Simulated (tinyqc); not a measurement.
Implanted layer, carriers, mobility and sheet resistance: one step of the calculation.

A p-type layer from the surface x = 0 to the junction xj, N(x) = N0 exp(-(x - Rp)^2/(2 sg^2)). Local neutrality (no depletion at surface or junction, no spilling of carriers), intrinsic carriers neglected, full ionisation of active dopants.

Task. Sheet quantities by the trapezoid rule. Dose = integral of N, carrier sheet density = integral of p, 1/Rs = q integral of p mu, mean mobility 1/(q Rs sheet density), Hall mobility (unit Hall factor) = integral of p mu^2 over integral of p mu, Hall sheet density = (integral of p mu)^2/integral of p mu^2; all from 0 to xj.

Constants: q = 1.602176634e-19 C. Results are converted to the units shown.

```
point     x (nm)     N (cm^-3)  p (1e17 cm^-3)  mu (cm^2/(V s))
0        0.00000  6.4166922e17       6.4154922        183.72956
1       56.66272  8.9756704e17       8.9744704        162.73031
2      113.32544  9.6290868e17       9.6278868        158.58874
3      169.98816  7.9225652e17       7.9213652        170.31001
4      226.65088  4.9992983e17       4.9980983        200.51298
5      283.31360  2.4194397e17       2.4182397        252.95227
6      339.97632  8.9801391e16       0.8968139        323.87279
7      396.63904  2.5563119e16       0.2544312        392.98002
8      453.30176  5.5809371e15       0.0546094        437.98348
9      509.96448  9.3446476e14       0.0081446        457.69593
10     566.62720        1.2e14       0.0000000        463.66566
```

Find: dose; carrier sheet density; Rs; mean mobility; Hall mobility; Hall sheet density.

Result.

dose = 2.174e13 cm^-2
carrier sheet density = 2.174e13 cm^-2
Rs = 1583 ohm/square
mean mobility = 181.4 cm^2/(V s)
Hall mobility = 189.6 cm^2/(V s)
Hall sheet density = 2.080e13 cm^-2

Carriers make up 100 % of the dose. A Hall measurement weights the mobile tail, so its sheet density is 4.3 % below the true one.

Numbers from tinyqc (`OMP_NUM_THREADS=1 python tinyqc.py 2110087 2110088 out.jsonl`; about 0.01 s on one thread of a shared Intel Xeon 2.30GHz).
